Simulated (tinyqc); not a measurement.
Photoionisation line shapes: hydrogenic impurity: series, fields, screening, photoionisation and donor-acceptor pairs. Computed by tinyqc, a small Python program. Command: `OMP_NUM_THREADS=1 python tinyqc.py 3030080 3030081 out.jsonl hydrogenic walk`. One thread of a shared host (Intel(R) Xeon(R) Processor @ 2.30GHz), about 0.01 s of CPU time with the checks.

One isotropic, parabolic band. Effective units: Ry* and a*, in which H = -nabla^2 - 2/r.

Inputs (values chosen for the exercise, modelled on CdTe): electron mass m = 0.0989 m_0; dielectric constant eps = 10; depth of a short-range centre E_i = 186 meV.

Parts treated: magnetic field and photoionisation.

Constants: Ry = 13.605693123 eV; a_0 = 0.529177210903 angstrom; h x 1 THz = 4.135667696 meV.

Method. Ry* = Ry m/eps^2, a* = a_0 eps/m; level n is bound by Ry*/n^2; <r> = (3/2) a* in 1s; lines 1s -> np at Ry* (1 - 1/n^2); 1 THz = 4.135667696 meV. With x = h nu/E above threshold, normalised to their maxima: hydrogenic 1s: x^-4 exp(4 - 4 atan(k)/k)/(1 - exp(-2 pi/k)), k = sqrt(x - 1), which is 1 at threshold; delta-function centre (Lucovsky): 8 (x - 1)^(3/2)/x^3, which is 1 at x = 2. Energies use E = Ry* and E = E_i; band-to-band absorption, which hides both above the gap, is left out.

Ry* = 13.4560 meV

Relative cross-sections:
```
x     h nu, hydrogenic (meV)  hydrogenic  h nu, short-range centre (meV)  Lucovsky
1.05                   14.13  8.7772e-01                           195.3    0.0773
1.20                   16.15  6.1222e-01                           223.2    0.4141
1.50                   20.18  3.3174e-01                           279.0    0.8381
2                      26.91  1.4774e-01                           372.0    1.0000
2.50                   33.64  7.7836e-02                           465.0    0.9406
3.50                   47.10  2.9036e-02                           651.0    0.7376
5                      67.28  9.9730e-03                           930.0    0.5120
8                     107.65  2.3612e-03                          1488.0    0.2894
```

What does the comparison show, and why?

The Coulomb tail makes the hydrogenic cross-section largest at threshold, 13.46 meV; the short-range (neutral) centre starts from zero and peaks at twice its depth, 372.0 meV.

Extremes, crossings and ranges named in words are read from the listed rows.
